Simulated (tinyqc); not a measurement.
# Doping and voltage from widths and field

Question. In the depletion approximation an abrupt p-n junction has a triangular field: peak E = q Nd xn/(eps0 eps_r) = q Na xp/(eps0 eps_r), W = xn + xp, and Vbi - V = E W/2. Find Nd, Na and Vbi - V.

Inputs (values chosen for the exercise): relative permittivity eps_r = 9.58.

Constants: q = 1.602176634e-19 C, eps0 = 8.8541878128e-14 F/cm where lengths are in cm. Results are converted to the units shown.

W = 1407.6150 nm
peak field = 55.621701 kV/cm
xn = 5.3540870 nm

Solution. Gauss's law on each side gives its doping from the peak field and its width; the voltage is the area of the triangle.

Nd = 5.50e17 cm^-3
Na = 2.10e15 cm^-3
Vbi - V = 3.91 V

Computed by the program tinyqc: `OMP_NUM_THREADS=1 python tinyqc.py 2000049 2000050 out.jsonl`, one thread of a shared Intel Xeon 2.30GHz, about 0.04 s for the whole run.
